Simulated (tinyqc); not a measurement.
Solid solubility of a dopant against its melt (retrograde solidus), clustering and the electrically active fraction. From one set of inputs to another, one input at a time. Computed by tinyqc, a small Python program. Command: `OMP_NUM_THREADS=1 python tinyqc.py 3008227 3008228 out.jsonl retro ladder`. One thread of a shared host (Intel(R) Xeon(R) Processor @ 2.30GHz), about 0.02 s of CPU time with the checks.

The inputs printed are set A. Inputs not listed in the table keep their values of set A, so the rows need not describe a real material.

Inputs (values chosen for the exercise, for a model dopant):
```
quantity                                      value        unit
melting point of the host T_m                  1687           K
heat of melting of the host H_f                50.2      kJ/mol
interaction L of the melt                       7.1      kJ/mol
enthalpy of transfer from melt to solid H     0.409          eV
entropy of transfer S                         -3.29         k_B
site density N0                               5e+22      1/cm^3
temperature T                                  1040           K
total dopant density N_t                    1.9e+21      1/cm^3
atoms per cluster m                               4           -
cluster scale N* at 1273 K                  1.6e+20      1/cm^3
activation energy E_b of the cluster scale     0.25          eV
anneal temperature T_a                         1325           K
mobility mu                                      90  cm^2/(V s)
```

Clustering: clusters of m atoms, electrons left out.

Constants: R = 8.314462618 J/(mol K); k_B = 8.617333262e-05 eV/K; e = 1.602176634e-19 C; N_A = 6.02214076e+23 1/mol.

Method:
- x_l and x_s are atom fractions of the dopant in melt and solid; the solid is dilute. Liquidus of the host: R T ln(1 - x_l) + L x_l^2 = -H_f (1 - T/T_m). Distribution: k = x_s/x_l = exp[L (1 - x_l)^2/(R T)] exp(S/k_B - H/(k_B T)), the first factor being the activity coefficient in the melt. Solubility = x_s N0; at T_m x_l = 0.
- The largest x_s N0 between 900 K and T_m. For an ideal melt with constant heats the maximum has x_l = H_f/(H + H_f), H in the same units.
- A highly soluble donor (another dopant than that of the solidus) is limited by clustering. Donors N_a are active, and clusters hold m atoms each: N_t = N_a + m C, m C = N* (N_a/N*)^m, with N*(T) = N*(1273 K) exp[-(E_b/k_B)(1/T - 1/1273)]. Resistivity = 1/(e mu N_a).

Each row keeps all changes above it:
```
input moved                                         from       to  solubility (1/cm^3)  temperature of the maximum (K)  active density N_a (1/cm^3)
set A                                                  -        -            1.845e+19                            1423                    3.041e+20
interaction L of the melt (kJ/mol)                   7.1      2.7            1.784e+19                            1391                    3.041e+20
cluster scale N* at 1273 K (1/cm^3)              1.6e+20  2.5e+20            1.784e+19                            1391                    4.172e+20
total dopant density N_t (1/cm^3)                1.9e+21  4.1e+20            1.784e+19                            1391                    2.420e+20
enthalpy of transfer from melt to solid H (eV)     0.409    0.663            1.049e+18                            1464                    2.420e+20
activation energy E_b of the cluster scale (eV)     0.25      0.3            1.049e+18                            1464                    2.444e+20
anneal temperature T_a (K)                          1325     1100            1.049e+18                            1464                    1.778e+20
entropy of transfer S (k_B)                        -3.29    -0.29            2.106e+19                            1464                    1.778e+20
```

Solubility goes from 1.85e19 to 2.11e19, a factor 1.14 in all. The largest single move comes from entropy of transfer S (a factor 20.1), and enthalpy of transfer from melt to solid H works against it (a factor 0.0588). Temperature of the maximum goes from 1420 to 1460, a factor 1.029 in all. The largest single move comes from enthalpy of transfer from melt to solid H (a factor 1.05), and interaction L of the melt works against it (a factor 0.9774). Active density N_a goes from 3.04e20 to 1.78e20, a factor 0.585 in all. The largest single move comes from total dopant density N_t (a factor 0.580), and cluster scale N* at 1273 K works against it (a factor 1.37). The single moves hold for this order of the switches; the total does not depend on the order.

Caution (all rows): this clustering law is a generic form; degeneracy and a doping-dependent mobility are left out.

Extremes, crossings and ranges named in words are read from the listed rows.
